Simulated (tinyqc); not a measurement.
## Gap difference from the gain at two temperatures

Problem. When back injection limits the gain, beta = b exp(-dE/(kB T)) with dE the gap reduction of the emitter less that of the base and b constant. Find dE and beta at 300 K.

Constants: q = 1.602176634e-19 C, kB = 1.380649e-23 J/K. Results are converted to the units shown.

T (K): [273, 425]
beta: [141.52563, 581.91635]

Answer. ln beta is a straight line in 1/T with slope -dE/kB.

dE = 0.09300 eV
beta at 300 K = 202.0

Computed by the program tinyqc: `OMP_NUM_THREADS=1 python tinyqc.py 2320002 2320003 out.jsonl`, one thread of a shared Intel Xeon 2.30GHz, about 0.01 s for the whole run.
